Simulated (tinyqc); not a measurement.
Coupling ratio and rate constant from the late transient.

Question. Long after the knee a floating-gate cell follows U = Vg - (tox/ag) B/ln(K t). Find K and ag.

Parameters, values chosen for the exercise:
- tox = 9.4 nm (tunnel oxide thickness)
- Vg = 13.9 V (control-gate voltage)

U at t = 0.005 and 0.5 s (V): 2.1745181  3.8413943
B = 24.611684 V/nm

Solution. 1/(Vg - U) is linear in ln t; the ratio of the two values gives ln(K t_a), and either value gives ag.

K = 2.34e14 1/s
ag = 0.710

Program tinyqc, `OMP_NUM_THREADS=1 python tinyqc.py 2130093 2130094 out.jsonl`; Intel Xeon 2.30GHz, shared host, one thread, about 0.01 s.
